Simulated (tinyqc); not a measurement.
Worked calculation: configuration-coordinate model of a defect: Huang-Rhys factor and luminescence line shape. Computed by tinyqc, a small Python program that keeps every step. Command: `OMP_NUM_THREADS=1 python tinyqc.py 3001888 3001889 out.jsonl ccline walk`. One thread of a shared host (Intel(R) Xeon(R) Processor @ 2.30GHz), about 0.02 s of CPU time with the checks. Intermediate numbers are printed to about 6 digits and carried at full precision; extremes and crossings named in words are read from the listed rows.

Ground state E_g(Q) = (1/2) omega_g^2 Q^2; excited state E_e(Q) = E_0 + (1/2) omega_e^2 (Q - dQ)^2 with omega_e = omega_g and E_0 = E_ZPL. Q is mass-weighted; the dipole does not depend on Q (Condon approximation).

Inputs (values chosen for the exercise, for a model defect in a wide-gap host):

| quantity | value | unit |
|---|---|---|
| zero-phonon energy E_ZPL | 2.16 | eV |
| displacement dQ | 1.59 | u^(1/2) angstrom |
| ground-state phonon hbar omega_g | 35.6 | meV |
| temperature T | 120 | K |
| refractive index n_r | 2.99 | - |
| transition dipole mu | 0.34 | e angstrom |
| quenching prefactor nu_0 | 4e+11 | 1/s |

Modes: equal frequencies in both states.

Constants: hbar^2/u = 4.18015928e-03 eV angstrom^2; k_B = 8.617333262e-05 eV/K; hbar = 6.582119569e-16 eV s; e = 1.602176634e-19 C; eps_0 = 8.8541878128e-12 F/m; hbar = 1.054571817e-34 J s; c = 299792458 m/s.

## Huang-Rhys factors and vertical energies

S = hbar omega dQ^2/(2 hbar^2/u) for each state; relaxation energy S hbar omega; absorption at E_0 + S_e hbar omega_e, emission at E_0 - S_g hbar omega_g; the Stokes shift is their difference.

S_g = 10.7652

S_e = 10.7652

relaxation energy, ground state = 0.383241 eV

relaxation energy, excited state = 0.383241 eV

vertical absorption energy = 2.54324 eV

vertical emission energy = 1.77676 eV

Stokes shift = 0.766481 eV

The coupling is strong: a broad band, with almost no zero-phonon line.

## Emission lines at zero temperature

From the lowest excited level the line to ground level n lies at E_ZPL - n hbar omega_g with Franck-Condon weight exp(-S) S^n/n!; the emitted intensity carries a further factor E^3. S = S_g; up to eleven lines, of positive energy only, from n = max(0, integer part of S - 5).

Lines:

| n | energy (eV) | weight | intensity / largest |
|---|---|---|---|
| 5 | 1.9820 | 0.025449 | 0.27738 |
| 6 | 1.9464 | 0.045660 | 0.47134 |
| 7 | 1.9108 | 0.070220 | 0.68581 |
| 8 | 1.8752 | 0.094491 | 0.87223 |
| 9 | 1.8396 | 0.113024 | 0.98501 |
| 10 | 1.8040 | 0.121672 | 1.00000 |
| 11 | 1.7684 | 0.119075 | 0.92185 |
| 12 | 1.7328 | 0.106822 | 0.77804 |
| 13 | 1.6972 | 0.088458 | 0.60539 |
| 14 | 1.6616 | 0.068019 | 0.43683 |
| 15 | 1.6260 | 0.048816 | 0.29378 |

The weight peaks at n = 10 and the intensity at n = 10.

## Band at temperature T

Overlaps <m_e|n_g> of harmonic-oscillator functions (Hermite recursion, positive leading coefficients) by a sum over an even grid (700 points from x = -9 to 9 + d for the small table, 1500 points from -16 to 16 + d for the thermal sums), with x = Q sqrt(omega_g/hbar), d = sqrt(2 S_g) and frequency ratio omega_e/omega_g. Initial levels m = 0..24 carry Boltzmann weights exp(-m hbar omega_e/k_B T), normalised; final levels n = 0..79; a line lies at E_ZPL + m hbar omega_e - n hbar omega_g with weight w_m <m|n>^2. Moments are taken over these weights without the E^3 factor; FWHM = 2 sqrt(2 ln 2) x standard deviation; the zero-phonon weight is the sum of w_m <m|m>^2.

mean emission energy = 1.77676 eV

FWHM from the second moment = 0.283996 eV

zero-phonon weight = 1.14954e-04

skewness = -0.276892

## Crossing, radiative lifetime and thermal quenching

The curves cross at the root Q_c nearest dQ; the barrier is (1/2) omega_e^2 (Q_c - dQ)^2, with (1/2) omega^2 = (hbar omega)^2/(2 hbar^2/u). k_r = n_r omega^3 mu^2/(3 pi eps_0 hbar c^3) at the vertical emission energy, without local-field correction; k_nr = nu_0 exp(-barrier/k_B T) (Mott-Seitz); yield = k_r/(k_r + k_nr); T_1/2 = barrier/(k_B ln(nu_0/k_r)).

Q_c = 5.27574 u^(1/2) angstrom

classical barrier = 2.05933 eV

radiative lifetime = 135.869 ns

luminescence yield = 1

quenching temperature T_1/2 = 2191.80 K

The barrier is so high that this route does not halve the yield below 1000 K.

## Width and zero-phonon weight against temperature

For comparison: FWHM(0) sqrt(coth(hbar omega_e/2 k_B T)) with FWHM(0) from the first row, and exp(-S_g coth(hbar omega_e/2 k_B T)).

Against temperature:

| T (K) | mean energy (eV) | FWHM (eV) | coth law (eV) | zero-phonon weight | exp(-S coth) |
|---|---|---|---|---|---|
| 21 | 1.77676 | 0.275054 | 0.275054 | 2.11223e-05 | 2.11223e-05 |
| 62 | 1.77676 | 0.275406 | 0.275406 | 2.37125e-05 | 2.05487e-05 |
| 120 | 1.77676 | 0.283996 | 0.283996 | 1.14954e-04 | 1.03715e-05 |
| 210 | 1.77676 | 0.316630 | 0.316630 | 9.79767e-04 | 6.37617e-07 |
| 330 | 1.77676 | 0.369125 | 0.369125 | 3.83177e-03 | 3.80113e-09 |
| 500 | 1.77676 | 0.439809 | 0.439809 | 8.89299e-03 | 1.11292e-12 |
| 700 | 1.77676 | 0.513595 | 0.513596 | 1.37945e-02 | 5.00124e-17 |

The width grows by a factor 1.87, flat while k_B T is well below hbar omega and as sqrt(T) above; for equal frequencies the coth law is exact. The mean energy stays fixed, as it must for equal frequencies. The zero-phonon weight goes from 2.11e-5 to 0.0138; the single exponential assumes equal frequencies, leaves out lines that absorb and emit the same number of phonons, and falls to 5.00e-17. The rise of the weight is a feature of one sharp mode; with a spread of mode energies those lines leave the zero-phonon energy and the weight falls.

Checks made by the program: grid overlaps at equal frequencies against the Poisson weights (relative difference below 1e-10); width at T against the coth law (relative difference below 1e-10).
